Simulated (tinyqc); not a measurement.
Worked calculation: pi bands of a honeycomb layer in tight binding. Values are carried at full precision from step to step, so a last printed digit may differ when a step is redone from the rounded ones.

Lattice vectors a (1,0) and a (1/2, sqrt3/2); f = exp(i ky a/sqrt3) + 2 cos(kx a/2) exp(-i ky a/(2 sqrt3)), w = |f|. H = [[D - t2 F, -t f], [., -D - t2 F]] with F = w^2 - 3, S = [[1, s0 f], [., 1]]; the levels solve det(H - E S) = 0. K = (4 pi/3a, 0), M = (pi/a, pi/(sqrt3 a)); w = 3, 1, 0 at Gamma, M, K.

Constants: hbar = 6.58211957e-16 eV s; hbar^2/2m0 = 3.80998211 eV angstrom^2.

Parameters, chosen for this exercise (of the size used for hexagonal BN; the results hold for these values, not for the real material): a = 2.5 angstrom (lattice constant); t = 2.31 eV (nearest hopping); t2 = 0.07 eV (second-neighbour hopping); s0 = 0.064 (overlap of neighbours); D = 3.09 eV (+D on A, -D on B); k = (0.2, 0.65) 1/angstrom (wave vector).

## H and S at one k

Form f, w, F and the two matrices.

f = 2.31974-0.06956i
w = 2.32078
F = 2.38603

H (eV):
```
                 A                B
A           2.9230  -5.3586+0.1607i
B  -5.3586-0.1607i          -3.2570
```

S:
```
                  A                 B
A           1.00000  0.14846-0.00445i
B  0.14846+0.00445i           1.00000
```

## The secular equation

det(H - E S) = 0 reads (e - E)^2 - D^2 - (t + s0 E)^2 w^2 = 0 with e = -t2 (w^2 - 3), that is c2 E^2 + 2 c1 E + c0 = 0 with c2 = 1 - s0^2 w^2, c1 = -(e + t s0 w^2), c0 = e^2 - D^2 - t^2 w^2.

c2, c1, c0: 0.9779  -0.6292  -38.2606

levels (eV): -5.6445  6.9313

## Levels at Gamma, M and K

Solve the quadratic (e - E)^2 - D^2 - (t + s0 E)^2 w^2 = 0 with e = -t2 (w^2 - 3), for w = 3, 1, 0.

Levels (eV):
```
point  w    lower   upper  difference
Gamma  3  -6.8319  8.7228     15.5547
M      1  -3.5852  4.1632      7.7484
K      0  -2.8800  3.3000      6.1800
```

Measured from the middle of the levels at K (0.210 eV), the upper band reaches 8.513 eV and the lower -7.042 eV at Gamma: the upper band is the wider; overlap stretches the upper band and positive t2 the lower. The saddle points at M give the absorption peak at 7.748 eV in this one-electron picture.

## Near K

w = (sqrt3/2) a q to first order in the distance q from K. Effective hopping t* = t + 3 t2 s0, hbar v = (sqrt3/2) a t*, v in m/s = hbar v x 1e-10/hbar; band-edge masses follow from E^2 = D^2 + (hbar v q)^2 when t2 = s0 = 0: m/m0 = 2 c D/(hbar v)^2, c = hbar^2/2m0.

hbar v = 5.0304 eV angstrom
v = 7.643e+05 m/s
mass = 0.9305 m0

## Checks

- Roots of the quadratic against the generalised eigenproblem: they agree to 1e-10 or better.

(tinyqc, `OMP_NUM_THREADS=1 python tinyqc.py 1482023 1482024 out.jsonl`, Intel(R) Xeon(R) Processor @ 2.30GHz, 1 thread, shared host, about 0.01 s.)
